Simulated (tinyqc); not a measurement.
Opening the gap, as alloying or pressure does: deep trap from a strong local potential in a two-band host (Koster-Slater model with semi-elliptic bands). Computed by tinyqc, a small Python program. Command: `OMP_NUM_THREADS=1 python tinyqc.py 3005390 3005391 out.jsonl deeptrap walk`. One thread of a shared host (Intel(R) Xeon(R) Processor @ 2.30GHz), about 0.02 s of CPU time with the checks.

The valence band spans -2 W_v to 0 and the conduction band E_g to E_g + 2 W_c. The orbital at the impurity site has weight f_v in the valence band and 1 - f_v in the conduction band, each spread as a semi-ellipse (2/(pi W^2)) sqrt(W^2 - x^2) about the band centre. The impurity adds U to this orbital. Spin is left out.

Inputs (values chosen for the exercise, with a gap close to that of GaN):
```
quantity                                value  unit
gap E_g                                  3.37    eV
half-width of the valence band W_v        3.8    eV
half-width of the conduction band W_c     4.2    eV
valence weight f_v of the site orbital   0.62     -
impurity potential U                     11.5    eV
```

Impurity: repulsive, acceptor-like.

Method:
- In the gap G(E) = f_v (2/W_v^2)[x - sqrt(x^2 - W_v^2)] - (1 - f_v)(2/W_c^2)[y - sqrt(y^2 - W_c^2)], x = E + W_v, y = E_g + W_c - E.
- The trap level solves G(E) = 1/U (bisection). With D = -dG/dE = D_v + D_c, D_v = f_v (2/W_v^2)[x/sqrt(x^2 - W_v^2) - 1] and D_c = (1 - f_v)(2/W_c^2)[y/sqrt(y^2 - W_c^2) - 1], the weight on the impurity orbital is 1/(U^2 D) and the conduction-band character is D_c/D.
- The conduction band is shifted rigidly; widths, weights and U stay.

Against the gap:
```
E_g (eV)  E_t (eV)  depth below E_c (eV)  conduction character
1.69        0.7023                0.9877               0.28994
2.19        0.8404                1.3496               0.26372
2.70        0.9692                1.7308               0.24183
3.03        1.0469                1.9831               0.22946
3.37        1.1229                2.2471               0.21785
3.88        1.2300                2.6500               0.20220
4.38        1.3276                3.0524               0.18853
5.39        1.5057                3.8843               0.16486
```

What follows from these numbers?

As the conduction band moves up by 3.700 eV the level follows by 0.803 eV, a mean slope of 0.22; the local slope is the conduction character. A shallow donor would follow with slope 1 and a shallow acceptor with slope 0.
